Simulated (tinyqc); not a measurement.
Floating body of a partially depleted SOI transistor: body voltage and kink: one step of the calculation.

Source at 0 V. Channel current Ic = 2 nf K Vt^2 [F(0) - F(Vd)](1 + la Vd), F(V) = ln^2(1 + exp((Vg - VT - nf V)/(2 nf Vt))), VT = VT0 - gb Vb. Saturation voltage Vs = 2 Vt sqrt(F(0)) + 3 Vt, excess Ve = (Vd - Vs + sqrt((Vd - Vs)^2 + 0.0004 V^2))/2, multiplication M1 = Ai Ve exp(-Bl/Ve). Each junction passes D(v) = J1 (exp(v/Vt) - 1) + J2 (exp(v/(2 Vt)) - 1). Bipolar current Ib = bb J1 (exp(Vb/Vt) - 1). The body settles where M1 (Ic + Ib) = D(Vb) + D(Vb - Vd) + Vb/Rb; drain current Id = (1 + M1)(Ic + Ib) - D(Vb - Vd).

Task. Drain current with floating and with grounded body. Id and VT at the converged Vb, Id at Vb = 0, their ratio, and the bipolar share Ib/(Ic + Ib).

Values chosen for this exercise; values of the order met in partially depleted silicon-on-insulator transistors:
```
symbol    value         unit                                                                                            meaning
T           358            K                                                                                        temperature
VT0        0.41            V                                                                     threshold at zero body voltage
gb         0.27                                                                  fall of the threshold per volt of body voltage
nf          1.2                                                                                                    slope factor
K           110  uA/(V^2 um)                                                                              gain factor per width
la         0.09          1/V                                                                   channel-length modulation factor
Ai         3.68          1/V                                                                        impact-ionisation prefactor
Bl          5.5            V                                                                          impact-ionisation voltage
J1      6.3e-11        uA/um                                                      diffusion saturation current of each junction
J2         2e-7        uA/um                                                  recombination saturation current of each junction
bb          0.5                                                 gain of the lateral bipolar transistor on the diffusion current
Rb        40000      kohm um  resistance of a weak body tie to the source (1e9 stands for no tie, and the term is then dropped)
Vg         0.87            V                                                                                       gate voltage
Vd          1.3            V                                                                                      drain voltage
```

Constants: q = 1.602176634e-19 C, kB = 1.380649e-23 J/K, Vt = kB T/q. Results are converted to the units shown.

converged Vb = 0.55147201 V

Find: VT; Id, floating; Id, grounded; ratio; bipolar share.

Result.

VT = 0.2611 V
Id, floating = 19.00 uA/um
Id, grounded = 10.88 uA/um
ratio = 1.746
bipolar share = 9.623e-3 %

The body rises to 0.551 V and lowers the threshold by 149 mV.

Range of the model: The multiplication law is an empirical form chosen for the exercise; self-heating and capacitive coupling to the body are left out, and the linear laws are rough once Vb passes about 0.7 V or M1 about 0.1.

Computed by the program tinyqc: `OMP_NUM_THREADS=1 python tinyqc.py 2182088 2182089 out.jsonl`, one thread of a shared Intel Xeon 2.30GHz, about 0.2 s for the whole run.
